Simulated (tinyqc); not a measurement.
# ESD clamp with bipolar snapback, compact model and design window: several studies

The drain junction multiplies the current that enters it: Igen = (M - 1)(Ic + I0), M = 1/(1 - (Vj/BV)^n). The generated holes leave through the substrate resistance and the base of the parasitic npn: Igen = Vb/Rb + Ic/be, Ic = Is exp(Vb/Vt). Terminal current I = Ic + I0 + Igen and voltage V = Vj + I Ro, per width. Isothermal, constant gain.

Parameters, values chosen for the exercise; values close to those of grounded-gate n-channel clamps:
- T = 300 K (temperature)
- BV = 8.6 V (junction breakdown voltage)
- n = 4.6 (exponent of the multiplication)
- be = 6.2 (current gain of the parasitic npn)
- Is = 7.1e-17 A/um (saturation current)
- I0 = 2.7e-11 A/um (junction leakage)
- Rb = 37000 ohm um (substrate resistance)
- Ro = 180 ohm um (drain ballast and contact resistance)
- It2 = 6.1 mA/um (failure current for 100 ns)

Constants: q = 1.602176634e-19 C, kB = 1.380649e-23 J/K, Vt = kB T/q. Results are converted to the units shown.

Each table varies one quantity; the others keep the values above.

## Effect of the drain ballast and contact resistance

For given Vb: Ic, Igen, M = 1 + Igen/(Ic + I0), Vj = BV (1 - 1/M)^(1/n), I and V. Vt1 is the maximum of V along the curve, Vh the following minimum, Vt2 the voltage at I = It2. It1 and Ih are the currents at Vt1 and Vh.

Result of one run:

| Ro (ohm um) | Vt1 (V) | It1 (uA/um) | Vh (V) | Ih (uA/um) | Vt2 (V) | Vt2 - Vt1 (V) |
|---|---|---|---|---|---|---|
| 280 | 8.603 | 11.69 | 6.005 | 687.3 | 7.335 | -1.269 |

What becomes of these results when the drain ballast and contact resistance Ro is changed from 280 to 490 ohm um, all else the same?

Result of the changed run:

| Ro (ohm um) | Vt1 (V) | It1 (uA/um) | Vh (V) | Ih (uA/um) | Vt2 (V) | Vt2 - Vt1 (V) |
|---|---|---|---|---|---|---|
| 490 | 8.606 | 12.10 | 6.127 | 506.0 | 8.616 | 0.009944 |

The whole series:

| Ro (ohm um) | Vt1 (V) | It1 (uA/um) | Vh (V) | Ih (uA/um) | Vt2 (V) | Vt2 - Vt1 (V) |
|---|---|---|---|---|---|---|
| 30 | 8.600 | 10.04 | 5.737 | 2242 | 5.810 | -2.791 |
| 52 | 8.600 | 10.44 | 5.780 | 1682 | 5.944 | -2.657 |
| 92 | 8.601 | 10.86 | 5.837 | 1246 | 6.188 | -2.413 |
| 160 | 8.602 | 11.27 | 5.910 | 928.8 | 6.603 | -1.999 |
| 280 | 8.603 | 11.69 | 6.005 | 687.3 | 7.335 | -1.269 |
| 490 | 8.606 | 12.10 | 6.127 | 506.0 | 8.616 | 0.009944 |
| 860 | 8.610 | 12.52 | 6.286 | 369.5 | 10.87 | 2.262 |
| 1500 | 8.618 | 12.94 | 6.485 | 268.6 | 14.78 | 6.158 |

As Ro goes from 30 to 1500 ohm um, Vt1 stays near 8.61 V, It1 rises from 10.0 to 12.9 uA/um, Vh rises from 5.74 to 6.49 V and Vt2 rises from 5.81 to 14.8 V. Vt2 exceeds Vt1, the condition for all fingers to turn on, in 3 of the 8 rows. Ballast buys uniform turn-on with a higher clamping voltage.

## Failure current against pulse length

Power to failure goes as 1/t for pulses shorter than ta = 5.3 ns (adiabatic) and as 1/sqrt(t) beyond: Pf = P100 sqrt(100 ns/t) for t > ta and Pf(ta) ta/t below, with P100 = Vt2 It2 at 100 ns. The failure current solves V I = Pf on the curve (I(Vb), V(Vb)).

Result of one run:

| t (ns) | Pf (mW/um) | failure current (mA/um) | V at failure (V) | energy (nJ/um) |
|---|---|---|---|---|
| 100 | 41.02 | 6.100 | 6.725 | 4.102 |

What becomes of these results when the pulse length t is changed from 100 to 2 ns, all else the same?

Result of the changed run:

| t (ns) | Pf (mW/um) | failure current (mA/um) | V at failure (V) | energy (nJ/um) |
|---|---|---|---|---|
| 2 | 472.2 | 37.96 | 12.44 | 0.9443 |

The whole series:

| t (ns) | Pf (mW/um) | failure current (mA/um) | V at failure (V) | energy (nJ/um) |
|---|---|---|---|---|
| 1 | 944.3 | 58.52 | 16.14 | 0.9443 |
| 2 | 472.2 | 37.96 | 12.44 | 0.9443 |
| 5 | 188.9 | 20.37 | 9.274 | 0.9443 |
| 10 | 129.7 | 15.46 | 8.392 | 1.297 |
| 20 | 91.72 | 11.84 | 7.745 | 1.834 |
| 50 | 58.01 | 8.180 | 7.092 | 2.901 |
| 100 | 41.02 | 6.100 | 6.725 | 4.102 |
| 200 | 29.01 | 4.500 | 6.446 | 5.801 |
| 500 | 18.34 | 2.965 | 6.187 | 9.172 |

The failure current falls from 58.5 to 2.96 mA/um, as t^(-0.62) at the start and t^(-0.46) at the end, more slowly than the power since V rises with I. The voltage at failure falls from 16.1 to 6.19 V.

## Effect of the exponent of the multiplication

Same model as above.

Effect of the exponent of the multiplication:

| n | Vt1 (V) | It1 (uA/um) | Vh (V) | Ih (uA/um) | Vt2 (V) | Vt2 - Vt1 (V) |
|---|---|---|---|---|---|---|
| 2 | 8.602 | 10.74 | 3.587 | 1028 | 4.339 | -4.263 |
| 2.5 | 8.602 | 10.91 | 4.281 | 1008 | 5.038 | -3.564 |
| 3 | 8.602 | 11.04 | 4.819 | 977.3 | 5.585 | -3.017 |
| 3.5 | 8.602 | 11.16 | 5.247 | 943.6 | 6.022 | -2.580 |
| 4 | 8.602 | 11.26 | 5.592 | 910.1 | 6.378 | -2.224 |
| 4.5 | 8.602 | 11.34 | 5.877 | 878.3 | 6.672 | -1.930 |
| 5 | 8.602 | 11.42 | 6.115 | 848.3 | 6.919 | -1.683 |
| 5.5 | 8.602 | 11.49 | 6.316 | 820.5 | 7.129 | -1.473 |
| 6 | 8.602 | 11.56 | 6.489 | 794.6 | 7.310 | -1.292 |

What does the table show?

As n goes from 2 to 6, Vt1 stays near 8.60 V, It1 rises from 10.7 to 11.6 uA/um, Vh rises from 3.59 to 6.49 V and Vt2 rises from 4.34 to 7.31 V. Vt2 exceeds Vt1, the condition for all fingers to turn on, in 0 of the 9 rows.

Program tinyqc, `OMP_NUM_THREADS=1 python tinyqc.py 2670145 2670146 out.jsonl`; Intel Xeon 2.30GHz, shared host, one thread, about 0.02 s.
